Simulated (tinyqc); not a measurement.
Crystal pulling from the melt: segregation, interface stability, heat balance and point-defect regime: one step, computed by the program tinyqc. Command: `OMP_NUM_THREADS=1 python tinyqc.py 3003113 3003114 out.jsonl pull walk`. One thread of a shared host (Intel(R) Xeon(R) Processor @ 2.30GHz), about 0.01 s of CPU time with the checks.

A dilute solute; steady pulling with a flat interface unless it is found unstable.

Problem. Boundary layer and effective coefficient. delta = 1.61 D^(1/3) nu^(1/6) omega^(-1/2), omega = 2 pi rpm/60; k_eff = k0/[k0 + (1 - k0) exp(-V delta/D)] (Burton, Prim and Slichter); the melt at the interface is enriched by k_eff/k0.

Inputs (values chosen for the exercise, modelled on phosphorus in silicon): equilibrium coefficient k0 = 0.34; diffusivity in the melt D = 0.00015 cm^2/s; kinematic viscosity nu = 0.004 cm^2/s; crystal rotation = 2 rpm; pull rate V = 1.1 mm/min.

Give: boundary layer delta; V delta/D; k_eff; enrichment at the interface.

Solution.

boundary layer delta = 744.7 micrometre

V delta/D = 0.9102

k_eff = 0.5614

enrichment at the interface = 1.651

k_eff has moved 33.5 % of the way from k0 to 1. A 10 % ripple of V gives striations of 3.99 % in C_s, since d ln k_eff/d ln V = (1 - k_eff) V delta/D.
